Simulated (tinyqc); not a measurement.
Cahn-Hilliard equation on a periodic one-dimensional grid: one step, computed by the program tinyqc. Command: `OMP_NUM_THREADS=1 python tinyqc.py 3007234 3007235 out.jsonl cahn walk`. One thread of a shared host (Intel(R) Xeon(R) Processor @ 2.30GHz), about 0.2 s of CPU time with the checks.

Free energy F = h sum_j [A (c_j^2 - 1)^2/4 + (kappa/2) ((c_(j+1) - c_j)/h)^2]; dc/dt = Lap(mu), mu = A (c^3 - c) - kappa Lap(c), Lap(y)_j = (y_(j+1) - 2 y_j + y_(j-1))/h^2, mobility 1; the grid has n = 16 points.

Task: Linear stability. f'' = A (3 c0^2 - 1). Mode m has lambda_m = (4/h^2) sin^2(pi m/n) and the rate w_m = -lambda_m (f'' + kappa lambda_m). In the continuum the fastest wavelength is 2 pi sqrt(2 kappa/|f''|) with the rate f''^2/(4 kappa). Explicit steps near c = +-1, where f'' = 2A, are stable for dt < 2/(16 kappa/h^4 + 8 A/h^2).

Inputs (values chosen for the exercise, in reduced units):

| quantity | value | unit |
|---|---|---|
| spacing h | 0.89 | - |
| well depth A | 1.6 | - |
| gradient coefficient kappa | 1.4 | - |
| mean composition c0 | 0.13 | - |

Give: f''; Modes of the grid; fastest wavelength; largest rate; explicit limit of dt.

Result:

f'' = -1.51888

Modes of the grid:

| m | lambda_m | w_m |
|---|---|---|
| 1 | 0.1922 | 0.240 |
| 2 | 0.7395 | 0.358 |
| 3 | 1.5587 | -1.034 |
| 4 | 2.5249 | -5.090 |
| 5 | 3.4912 | -11.761 |
| 6 | 4.3103 | -19.464 |
| 7 | 4.8577 | -25.658 |
| 8 | 5.0499 | -28.031 |

fastest wavelength = 8.5309

largest rate = 0.41196

explicit limit of dt = 0.038564
